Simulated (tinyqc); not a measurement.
bcc against fcc: Finnis-Sinclair potential for a bcc metal: fit to cohesion and elasticity, then vacancy, surfaces and structure. Computed by tinyqc, a small Python program. Command: `OMP_NUM_THREADS=1 python tinyqc.py 3111995 3111996 out.jsonl fsfit walk`. One thread of a shared host (Intel(R) Xeon(R) Processor @ 2.30GHz), about 0.01 s of CPU time with the checks.

E = (1/2) sum V(r) - A sqrt(rho), rho = sum phi(r), phi = (r - d)^2 for r < d, V = (r - c)^2 (c0 + c1 r + c2 r^2) for r < c. In bcc the 8 first neighbours lie at sqrt(3) a/2 and the 6 second at a; both cut-offs lie below the third shell; Omega = a^3/2; E is per atom and z the number of atoms in a shell. The four constants A, c0, c1, c2 are fitted to E_c, zero pressure, B and C12 - C44 alone, so C44 and C11 - C12 are not matched singly; defects are unrelaxed.

Inputs (values chosen for the exercise, modelled on tantalum): lattice constant a = 3.306 angstrom; cohesive energy E_c = 8.01 eV; target C11 = 263 GPa; target C12 = 164 GPa; target C44 = 81.3 GPa; density cut-off d/a = 1.212; pair cut-off c/a = 1.281.

Constants: 1 eV/angstrom^3 = 160.2176634 GPa.

Method:
- rho = sum z phi, rho1 = sum z r phi', rho2 = sum z r^2 phi''. At zero pressure the effective pair part V + 2 F' phi obeys C12 = C44, so C12 - C44 = F'' (rho1/3)^2/Omega with F'' = A/(4 rho^(3/2)); this gives A.
- With v_k = (r - c)^2 r^k the rows are (1/2) sum z v_k, (1/2) sum z r v_k' and (1/2) sum z r^2 v_k''. With rho1 = sum z r phi' and rho2 = sum z r^2 phi'' the right-hand sides are: -E_c + A sqrt(rho) (cohesion); A rho1/(2 sqrt(rho)) (zero pressure); 9 B Omega + A [rho2/(2 sqrt(rho)) - rho1^2/(4 rho^(3/2))] with B = (C11 + 2 C12)/3.
- Solve the three equations.
- E of each lattice against the volume per atom, as a multiple of Omega; all neighbours inside the cut-offs are summed.

c0, c1, c2 (eV/angstrom^2, eV/angstrom^3, eV/angstrom^4): [0.506261, 0.525941, -0.217529]

A = 2.56403 eV/angstrom

Energies (eV/atom):
```
V/Omega      bcc      fcc  fcc less bcc (meV)
0.80     -7.4718  -7.3294              142.45
0.84     -7.6789  -7.4740              204.89
0.88     -7.8309  -7.5869              243.93
0.92     -7.9334  -7.6730              260.42
0.96     -7.9916  -7.7303              261.29
1.00     -8.0100  -7.7650              244.95
1.05     -7.9835  -7.7859              197.62
1.10     -7.9087  -7.7752              133.46
1.20     -7.6396  -7.6323                7.22
```

The lowest fcc row, at V/Omega = 1.05, lies +224 meV from the bcc minimum: the fit keeps bcc stable, though nothing in it asked for that.

Extremes, crossings and ranges named in words are read from the listed rows.
